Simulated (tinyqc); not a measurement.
Two-mode optical phonons of a ternary alloy from two coupled oscillators: one step, computed by the program tinyqc.

An alloy A(x)B(1-x)C has an A-C and a B-C bond oscillator. Each TO frequency moves linearly from the impurity mode (dilute end) to the TO of the pure crystal; each strength is proportional to the number of bonds.

Question. The two oscillators. omega_1 = (impurity mode of A) + x (omega_TO,AC - impurity mode of A); omega_2 = (impurity mode of B) + (1 - x)(omega_TO,BC - impurity mode of B); eps_inf = x eps_AC + (1 - x) eps_BC; strengths W_1 = x eps_AC (omega_LO,AC^2 - omega_TO,AC^2), W_2 = (1 - x) eps_BC (omega_LO,BC^2 - omega_TO,BC^2).

Inputs (values chosen for the exercise, for a model alloy):
```
quantity                  value  unit
omega_TO of pure AC         421  1/cm
omega_LO of pure AC         521  1/cm
omega_TO of pure BC         281  1/cm
omega_LO of pure BC         331  1/cm
eps_inf of AC              6.27     -
eps_inf of BC              10.9     -
impurity mode of A in BC    420  1/cm
impurity mode of B in AC    279  1/cm
fraction x of A            0.36     -
```

Give: omega_1 (A-C, TO); omega_2 (B-C, TO); eps_inf; W_1; W_2.

Answer.

omega_1 (A-C, TO) = 420.36 1/cm

omega_2 (B-C, TO) = 280.28 1/cm

eps_inf = 9.2332

W_1 = 2.1263e+05 1/cm^2

W_2 = 2.1347e+05 1/cm^2
